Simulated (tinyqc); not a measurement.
# Bulk resistivity and mean free path from two films

Inverse problem. In the thick-film limit single-crystal films obey rho = rho0 (1 + 3 (1 - ps) lam/(8 d)). Find rho0, lam and the product rho0 lam.

Inputs (values chosen for the exercise): specular share of surface scattering ps = 0.2.

rho at d = 71 and 210 nm (uohm cm): [1.9770620, 1.7870543]

Solution. rho is a straight line in 1/d: the intercept is rho0 and the slope (3/8)(1 - ps) rho0 lam. Without ps only the product (1 - ps) lam could be found.

rho0 = 1.690 uohm cm
lam = 40.20 nm
rho0 lam = 67.94 uohm cm nm

Numbers from tinyqc (`OMP_NUM_THREADS=1 python tinyqc.py 2100138 2100139 out.jsonl`; about 0.01 s on one thread of a shared Intel Xeon 2.30GHz).
